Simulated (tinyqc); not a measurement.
# Hot electrons in a saturated n-channel MOSFET, lucky-electron model: effect of the oxide thickness

Beyond pinch-off the lateral field grows as Esat cosh(y/l) over the velocity-saturated region (pseudo-two-dimensional model). Impact ionisation in this region gives the substrate current, which biases the body forward through Rsub. Currents are per width. Local-field laws: they overstate ionisation when the field peak is narrower than an energy relaxation length.

Cox = 3.9 eps0/tox, l = sqrt(3 tox xj), Esat = 2 vs/mu. Overdrive g = Vg - VT + kb Vb; Vdsat = g Esat L/(g + Esat L); Id = Cox vs (g - Vdsat); dV = Vd - Id Rd - Vdsat; Em = sqrt((dV/l)^2 + Esat^2); Isub = Id (Ai/Bi) l Em exp(-Bi/Em). Vb = Rsub Isub is solved self-consistently. Lifetime tau = (Hl/Id)(Isub/Id)^(-m); 1 year = 3.15576e7 s.

Parameters, values chosen for the exercise; values close to those of silicon n-channel devices:
- L = 1.2 um (channel length)
- xj = 490 nm (junction depth)
- VT = 0.58 V (threshold)
- mu = 270 cm^2/(V s) (effective mobility)
- vs = 8.9e6 cm/s (saturation velocity)
- Ai = 2e6 1/cm (ionisation prefactor)
- Bi = 1.82 MV/cm (ionisation field)
- Rd = 0 ohm um (resistance of the lightly doped drain)
- Rsub = 7900 ohm um (substrate resistance)
- kb = 0.48 (fall of VT per volt of forward body bias)
- m = 2.8 (lifetime exponent)
- Hl = 28000 s uA/um (lifetime constant)
- Vd = 4.6 V (drain voltage)
- Vg = 3 V (gate voltage)

Constants: eps0 = 8.8541878128e-14 F/cm where lengths are in cm. Results are converted to the units shown.

Results:

| tox (nm) | Id (uA/um) | Em (MV/cm) | Isub (uA/um) | Isub/Id | tau (years) |
|---|---|---|---|---|---|
| 15 | 116.16 | 0.19638 | 0.035137 | 3.0250e-4 | 54574 |
| 19 | 91.695 | 0.17709 | 0.010261 | 1.1190e-4 | 1.1194e6 |
| 23 | 75.747 | 0.16329 | 0.0036071 | 4.7621e-5 | 1.4820e7 |
| 35 | 49.776 | 0.13788 | 3.1669e-4 | 6.3623e-6 | 6.3228e9 |
| 44 | 39.594 | 0.12654 | 7.9381e-5 | 2.0048e-6 | 2.0165e11 |
| 54 | 32.262 | 0.11769 | 2.2611e-5 | 7.0084e-7 | 4.6949e12 |

Estimate the missing row, tox = 28 nm.

Computed row:

| tox (nm) | Id (uA/um) | Em (MV/cm) | Isub (uA/um) | Isub/Id | tau (years) |
|---|---|---|---|---|---|
| 28 | 62.220 | 0.15059 | 0.0011781 | 1.8935e-5 | 2.3867e8 |

With this row back in the table: As tox goes from 15 to 54 nm, Em falls from 0.196 to 0.118 MV/cm, Isub falls from 0.0351 to 2.26e-5 uA/um and tau rises from 54600 to 4.69e12 years. From the first row to the last, log10(tau) changes by 7.9: 7.4 from (Isub/Id)^(-m), which holds Em and l, and 0.56 from 1/Id. In every row tau is a far extrapolation that only says that hot carriers are no limit.

Numbers from tinyqc (`OMP_NUM_THREADS=1 python tinyqc.py 2550053 2550054 out.jsonl`; about 0.01 s on one thread of a shared Intel Xeon 2.30GHz).
